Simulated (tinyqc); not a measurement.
## Floating body of a partially depleted SOI transistor: body voltage and kink: output curve and kink

Source at 0 V. Channel current Ic = 2 nf K Vt^2 [F(0) - F(Vd)](1 + la Vd), F(V) = ln^2(1 + exp((Vg - VT - nf V)/(2 nf Vt))), VT = VT0 - gb Vb. Saturation voltage Vs = 2 Vt sqrt(F(0)) + 3 Vt, excess Ve = (Vd - Vs + sqrt((Vd - Vs)^2 + 0.0004 V^2))/2, multiplication M1 = Ai Ve exp(-Bl/Ve). Each junction passes D(v) = J1 (exp(v/Vt) - 1) + J2 (exp(v/(2 Vt)) - 1). Bipolar current Ib = bb J1 (exp(Vb/Vt) - 1). The body settles where M1 (Ic + Ib) = D(Vb) + D(Vb - Vd) + Vb/Rb; drain current Id = (1 + M1)(Ic + Ib) - D(Vb - Vd).

Rows with more than one solution for Vb (latch) are left out; dId/dVd by a forward difference over 1e-4 V, swing = 1e-4 V over the change of log10 Id; M1 under 1e-12 is printed as 0.

Inputs (values chosen for the exercise); values of the order met in partially depleted silicon-on-insulator transistors:
```
symbol    value         unit                                                                                            meaning
T           330            K                                                                                        temperature
VT0        0.52            V                                                                     threshold at zero body voltage
gb         0.31                                                                  fall of the threshold per volt of body voltage
nf         1.46                                                                                                    slope factor
K           120  uA/(V^2 um)                                                                              gain factor per width
la         0.06          1/V                                                                   channel-length modulation factor
Ai         1.59          1/V                                                                        impact-ionisation prefactor
Bl          4.6            V                                                                          impact-ionisation voltage
J1      2.3e-11        uA/um                                                      diffusion saturation current of each junction
J2       1.8e-8        uA/um                                                  recombination saturation current of each junction
bb            0                                                 gain of the lateral bipolar transistor on the diffusion current
Rb        30000      kohm um  resistance of a weak body tie to the source (1e9 stands for no tie, and the term is then dropped)
Vg         0.55            V                                                                                       gate voltage
```

Constants: q = 1.602176634e-19 C, kB = 1.380649e-23 J/K, Vt = kB T/q. Results are converted to the units shown.

Result of one run:
```
Vd (V)  Vb (V)      M1  Id, floating (uA/um)  Id, grounded (uA/um)  ratio  dId/dVd, floating (uS/um)  dId/dVd, grounded (uS/um)
2       0.6783  0.1996                 3.307                0.3146  10.51                      1.840                     0.1344
```

What becomes of these results when the drain voltage Vd is changed from 2 to 0.8 V, all else the same?

Result of the changed run:
```
Vd (V)    Vb (V)        M1  Id, floating (uA/um)  Id, grounded (uA/um)  ratio  dId/dVd, floating (uS/um)  dId/dVd, grounded (uS/um)
0.8     0.007514  0.001026                0.2444                0.2355  1.038                     0.1282                    0.01639
```

The whole series:
```
Vd (V)    Vb (V)        M1  Id, floating (uA/um)  Id, grounded (uA/um)  ratio  dId/dVd, floating (uS/um)  dId/dVd, grounded (uS/um)
0.8     0.007514  0.001026                0.2444                0.2355  1.038                     0.1282                    0.01639
1        0.06031  0.006324                0.3199                0.2395  1.336                     0.8972                    0.02523
1.2       0.5568   0.01355                 1.961                0.2460  7.969                      3.506                    0.04078
1.4       0.6158   0.03491                 2.365                0.2562  9.234                      1.527                    0.06135
1.6       0.6437   0.07205                 2.658                0.2708  9.817                      1.461                    0.08482
1.8       0.6632    0.1268                 2.963                0.2902  10.21                      1.610                     0.1095
2         0.6783    0.1996                 3.307                0.3146  10.51                      1.840                     0.1344
2.2       0.6905    0.2904                 3.702                0.3439  10.76                      2.109                     0.1587
```

Vb rises from 0.00751 to 0.690 V and the ratio of the currents rises from 1.04 to 10.8. The output conductance with a floating body exceeds the grounded value by the largest factor among the rows, 86.0, at Vd = 1.2 V, where Vb = 0.557 V and M1 = 0.0135.

Range of the model: The multiplication law is an empirical form chosen for the exercise; self-heating and capacitive coupling to the body are left out, and the linear laws are rough once Vb passes about 0.7 V or M1 about 0.1.

Numbers from tinyqc (`OMP_NUM_THREADS=1 python tinyqc.py 2182120 2182121 out.jsonl`; about 0.2 s on one thread of a shared Intel Xeon 2.30GHz).
